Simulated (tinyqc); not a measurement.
Density of states of one tight-binding band on the triangular lattice: one step. Gaussian broadening at one energy.

Gaussian broadening: g(E) = mean over the mesh of exp(-(E - E_k)^2/(2 sigma^2))/(sigma sqrt(2 pi)), n(E) = mean of erfc((E_k - E)/(sigma sqrt 2))/2.

Inputs chosen for the exercise: E = 1.57 eV (energy at which the density is wanted); sigma = 0.33 eV (Gaussian width).

Distinct energies:
```
E_k (eV)   points
-6.600000       1
-3.559675       6
0.420163        6
1.359675        6
2.879837        6
```

Problem. Sum over the distinct energies with their counts.

Give: n(E); g(E).

Solution.

n(E) = 0.6971
g(E) = 0.2376 1/eV

tinyqc: `OMP_NUM_THREADS=1 python tinyqc.py 1682359 1682360 out.jsonl`; about 0.09 s, one thread, shared Intel(R) Xeon(R) Processor @ 2.30GHz.
